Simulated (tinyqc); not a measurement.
# Configuration-coordinate model of a defect: Huang-Rhys factor and luminescence line shape, step by step

A worked calculation. Computed by tinyqc, a small Python program that keeps every step. Command: `OMP_NUM_THREADS=1 python tinyqc.py 3007567 3007568 out.jsonl ccline walk`. One thread of a shared host (Intel(R) Xeon(R) Processor @ 2.30GHz), about 0.01 s of CPU time with the checks. Intermediate numbers are printed to about 6 digits and carried at full precision; extremes and crossings named in words are read from the listed rows.

Ground state E_g(Q) = (1/2) omega_g^2 Q^2; excited state E_e(Q) = E_0 + (1/2) omega_e^2 (Q - dQ)^2 with omega_e = omega_g and E_0 = E_ZPL. Q is mass-weighted; the dipole does not depend on Q (Condon approximation).

Inputs (values chosen for the exercise, for a model defect):

| quantity | value | unit |
|---|---|---|
| zero-phonon energy E_ZPL | 1.13 | eV |
| displacement dQ | 0.531 | u^(1/2) angstrom |
| ground-state phonon hbar omega_g | 19.5 | meV |
| temperature T | 400 | K |
| refractive index n_r | 2.29 | - |
| transition dipole mu | 0.63 | e angstrom |
| quenching prefactor nu_0 | 4e+11 | 1/s |

Modes: equal frequencies in both states.

Constants: hbar^2/u = 4.18015928e-03 eV angstrom^2; k_B = 8.617333262e-05 eV/K; hbar = 6.582119569e-16 eV s; e = 1.602176634e-19 C; eps_0 = 8.8541878128e-12 F/m; hbar = 1.054571817e-34 J s; c = 299792458 m/s.

## Huang-Rhys factors and vertical energies

S = hbar omega dQ^2/(2 hbar^2/u) for each state; relaxation energy S hbar omega; absorption at E_0 + S_e hbar omega_e, emission at E_0 - S_g hbar omega_g; the Stokes shift is their difference.

S_g = 0.657659

S_e = 0.657659

relaxation energy, ground state = 0.0128244 eV

relaxation energy, excited state = 0.0128244 eV

vertical absorption energy = 1.14282 eV

vertical emission energy = 1.11718 eV

Stokes shift = 0.0256487 eV

The coupling is weak: at low temperature the zero-phonon line is the strongest line.

## Emission lines at zero temperature

From the lowest excited level the line to ground level n lies at E_ZPL - n hbar omega_g with Franck-Condon weight exp(-S) S^n/n!; the emitted intensity carries a further factor E^3. S = S_g; up to eleven lines, of positive energy only, from n = max(0, integer part of S - 5).

Lines:

| n | energy (eV) | weight | intensity / largest |
|---|---|---|---|
| 0 | 1.1300 | 5.18063e-01 | 1.00000e+00 |
| 1 | 1.1105 | 3.40709e-01 | 6.24196e-01 |
| 2 | 1.0910 | 1.12035e-01 | 1.94630e-01 |
| 3 | 1.0715 | 2.45603e-02 | 4.04196e-02 |
| 4 | 1.0520 | 4.03807e-03 | 6.28932e-03 |
| 5 | 1.0325 | 5.31135e-04 | 7.82092e-04 |
| 6 | 1.0130 | 5.82177e-05 | 8.09591e-05 |
| 7 | 0.9935 | 5.46962e-06 | 7.17536e-06 |
| 8 | 0.9740 | 4.49644e-07 | 5.55812e-07 |
| 9 | 0.9545 | 3.28569e-08 | 3.82241e-08 |
| 10 | 0.9350 | 2.16086e-09 | 2.36290e-09 |

The weight peaks at n = 0 and the intensity at n = 0.

## Band at temperature T

Overlaps <m_e|n_g> of harmonic-oscillator functions (Hermite recursion, positive leading coefficients) by a sum over an even grid (700 points from x = -9 to 9 + d for the small table, 1500 points from -16 to 16 + d for the thermal sums), with x = Q sqrt(omega_g/hbar), d = sqrt(2 S_g) and frequency ratio omega_e/omega_g. Initial levels m = 0..24 carry Boltzmann weights exp(-m hbar omega_e/k_B T), normalised; final levels n = 0..79; a line lies at E_ZPL + m hbar omega_e - n hbar omega_g with weight w_m <m|n>^2. Moments are taken over these weights without the E^3 factor; FWHM = 2 sqrt(2 ln 2) x standard deviation; the zero-phonon weight is the sum of w_m <m|m>^2.

mean emission energy = 1.11718 eV

FWHM from the second moment = 0.0709399 eV

zero-phonon weight = 0.259036

skewness = -0.178364

Caution: for small S the spectrum is a set of resolved lines, and a Gaussian width has little meaning.

## Crossing, radiative lifetime and thermal quenching

The curves cross at the root Q_c nearest dQ; the barrier is (1/2) omega_e^2 (Q_c - dQ)^2, with (1/2) omega^2 = (hbar omega)^2/(2 hbar^2/u). k_r = n_r omega^3 mu^2/(3 pi eps_0 hbar c^3) at the vertical emission energy, without local-field correction; k_nr = nu_0 exp(-barrier/k_B T) (Mott-Seitz); yield = k_r/(k_r + k_nr); T_1/2 = barrier/(k_B ln(nu_0/k_r)).

Q_c = 23.6597 u^(1/2) angstrom

classical barrier = 24.3303 eV

radiative lifetime = 207.852 ns

luminescence yield = 1

quenching temperature T_1/2 = 24923.6 K

The barrier is so high that this route does not halve the yield below 1000 K. Caution: the curves cross far outside the range of the harmonic model, so the barrier and T_1/2 have no quantitative meaning.

## Width and zero-phonon weight against temperature

For comparison: FWHM(0) sqrt(coth(hbar omega_e/2 k_B T)) with FWHM(0) from the first row, and exp(-S_g coth(hbar omega_e/2 k_B T)).

Against temperature:

| T (K) | mean energy (eV) | FWHM (eV) | coth law (eV) | zero-phonon weight | exp(-S coth) |
|---|---|---|---|---|---|
| 11 | 1.11718 | 0.0372385 | 0.0372385 | 0.518063 | 0.518063 |
| 34 | 1.11718 | 0.0372865 | 0.0372865 | 0.517474 | 0.517185 |
| 68 | 1.11718 | 0.0385993 | 0.0385993 | 0.501588 | 0.493319 |
| 110 | 1.11718 | 0.0423455 | 0.0423455 | 0.458855 | 0.427238 |
| 180 | 1.11718 | 0.0498927 | 0.0498927 | 0.385458 | 0.307106 |
| 270 | 1.11718 | 0.0591661 | 0.0591661 | 0.317650 | 0.190100 |
| 380 | 1.11718 | 0.0692397 | 0.0692399 | 0.266043 | 0.102934 |

The width grows by a factor 1.86, flat while k_B T is well below hbar omega and as sqrt(T) above; for equal frequencies the coth law is exact. The mean energy stays fixed, as it must for equal frequencies. The zero-phonon weight goes from 0.518 to 0.266; the single exponential assumes equal frequencies, leaves out lines that absorb and emit the same number of phonons, and falls to 0.103.

Checks made by the program: grid overlaps at equal frequencies against the Poisson weights (relative difference below 1e-10); width at T against the coth law (relative difference 5e-06).
